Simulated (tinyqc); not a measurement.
## Ferroelectric with a first-order transition, Landau-Devonshire energy: polarisation and permittivity against temperature

One domain with free energy u = al P^2 + be P^4 + ga P^6 - E P, al = a0 (T - T0), be < 0 < ga (P in uC/cm^2, E in kV/cm, u in mJ/cm^3). Equilibrium: E = 2 al P + 4 be P^3 + 6 ga P^5; a state is stable against small changes where dE/dP > 0. The coercive field is that of uniform switching, which real films, switching by domains, do not reach.

Ps^2 = [-be + sqrt(be^2 - 3 al ga)]/(3 ga); Pc^2 = [-3 be + sqrt(9 be^2 - 15 al ga)]/(15 ga), Ec = -E(Pc); susceptibility chi = 1/(eps0 dE/dP). TC = T0 + be^2/(4 a0 ga), where u(Ps) = u(0); T1 = T0 + be^2/(3 a0 ga), where the polar minimum disappears. For the non-polar state chi0 = 1/(2 eps0 al).

Inputs (values chosen for the exercise): slope of the quadratic coefficient a0 = 0.015 kV cm/(uC K); Curie-Weiss temperature T0 = 600 K; quartic coefficient be = -0.00014 kV cm^5/uC^3; sixth-order coefficient ga = 5e-8 kV cm^9/uC^5.

Constants: eps0 = 8.8541878128e-14 F/cm where lengths are in cm. Results are converted to the units shown.

Polarisation and permittivity against temperature:

| T (K) | Ps (uC/cm^2) | u(Ps) (mJ/cm^3) | Ec (kV/cm) | chi at Ps | chi0 |
|---|---|---|---|---|---|
| 400 | 74.17 | -1.242e4 | 276.8 | 374.4 | unstable |
| 480 | 67.24 | -6379 | 158.5 | 580.3 | unstable |
| 540 | 59.62 | -2722 | 77.90 | 1010 | unstable |
| 575 | 52.63 | -1050 | 35.46 | 1851 | unstable |
| 592 | 47.18 | -409.3 | 16.66 | 3271 | unstable |
| 601.7 | 42.08 | -116.2 | 6.701 | 6348 | 2.215e5 |
| 604.4 | 39.87 | -48.01 | 4.061 | 9016 | 85560 |
| 606.1 | 38.00 | -9.246 | 2.435 | 1.275e4 | 61720 |
| 607.8 | 35.15 | 25.15 | 0.8404 | 2.524e4 | 48270 |
| 608.5 | 32.84 | 37.39 | 0.1938 | 6.005e4 | 44290 |

Read the table: what changes, and by how much?

Ps falls from 74.2 to 32.8 uC/cm^2 without reaching zero, Ec falls from 277 to 0.194 kV/cm and chi rises from 374 to 60100. u(Ps) turns positive at TC = 606.5 K: the 2 row(s) above it are metastable, up to T1 = 608.7 K. Between T0 = 600 K and TC the non-polar state is the metastable one.

Program tinyqc, `OMP_NUM_THREADS=1 python tinyqc.py 2860017 2860018 out.jsonl`; Intel Xeon 2.30GHz, shared host, one thread, about 0.01 s.
